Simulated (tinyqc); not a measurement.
Two-band k.p model of the X valleys of a zinc-blende crystal, step by step. Values are carried at full precision from step to step, so a last printed digit may differ when a step is redone from the rounded ones.

With x = D/D0: for x < 1 the minima lie at k_m = sqrt(ml D0 (1 - x^2)/(4 c)), the hump at X has the height dE = (D0/4)(1 - x)^2 and the mass at the minimum is ml/(1 - x^2); the mass at X is ml/(1 - 1/x), negative for x < 1. For x > 1 the minimum is at X.

Constants: hbar^2/2m0 = 3.80998211 eV angstrom^2; kB = 8.617333262e-05 eV/K.

Parameters, chosen for this exercise (of the order of those of GaP; shifted at random, so the results belong to these values and not to a real crystal):
- D = 0.324 eV (splitting of the two conduction levels at X)
- D0 = 0.473 eV (coupling energy)
- ml = 0.92 m0 (mass along the axis from remote bands)
- k = 0.15 1/angstrom (wave vector from X)
- kmax = 0.25 1/angstrom (end of the path)
- mt = 0.256 m0 (transverse mass)
- T = 50 K (temperature)

## Shape of the lower band

Give x, k_m, dE and both masses.

x = 0.6850
k_m = 0.12311 1/angstrom
dE = 11.734 meV
mass at the minimum = 1.733 m0
mass at X = -2.001 m0

The coupling wins over the splitting, so each X point carries two minima; the hump equals kT at 136 K.

## The matrix at one k

k along the valley axis, counted from X, c = hbar^2/2m0, e = c k^2/ml. H = [[e - D/2, i P k], [-i P k, e + D/2]] with P^2 = D0 c/ml, so E = e -/+ sqrt(D^2/4 + D0 e). For D = 0 (diamond lattice) the bands cross at X.

Give P, the matrix, its levels and the weight of the lower X state in the lower band.

P = 1.3996 eV angstrom

H (eV):
```
[[-0.0688, 0.2099i],
 [-0.2099i, 0.2552]]
```

levels (eV): [-0.1720, 0.3584]

weight = 0.8055

## Dispersion along the axis

Nine points; energies of the lower band from its minimum, against a parabola about the minimum with the mass there.

Results:
```
k (1/angstrom)  lower band (meV)  parabola (meV)  gap to the upper band (eV)
0.0000                     11.73           33.32                      0.3240
0.0312                      9.98           18.55                      0.3356
0.0625                      5.80            8.08                      0.3682
0.0938                      1.66            1.89                      0.4169
0.1250                      0.01            0.01                      0.4769
0.1562                      2.69            2.41                      0.5443
0.1875                     10.93            9.11                      0.6168
0.2188                     25.52           20.11                      0.6928
0.2500                     46.99           35.39                      0.7712
```

At kmax the band lies at 47.0 meV and the parabola at 35.4 meV: far from X the curvature returns to 1/ml, so the band is steeper than the parabola of the minimum.

## Thermal masses

Thermal masses along the axis for one X point, lower band, E from the minimum, on 1601 points from -0.8 to 0.8 1/angstrom: density-of-states mass m_d = c I^2/(pi kT), I = integral of exp(-E/kT) dk; conductivity mass m_c = 2 c kT/<(dE/dk)^2> with central differences.

Give m_d, m_c and Nc = 3 x 2 (kT/(4 pi c))^(3/2) mt sqrt(m_d) for three X points; 1 angstrom^-3 = 1e24 cm^-3.

m_d = 7.942 m0
m_c = 2.157 m0
Nc = 3.696e+18 cm^-3

Two separate parabolic minima would give m_d = 4 x 1.733 = 6.933; kT/dE = 0.37.

## Checks

- Height of the hump by numerical search against the closed form (meV): both 11.734.
- Thermal masses without coupling against ml: both 0.9200.

(tinyqc, `OMP_NUM_THREADS=1 python tinyqc.py 1850161 1850162 out.jsonl`, Intel(R) Xeon(R) Processor @ 2.30GHz, 1 thread, shared host, about 0.01 s.)
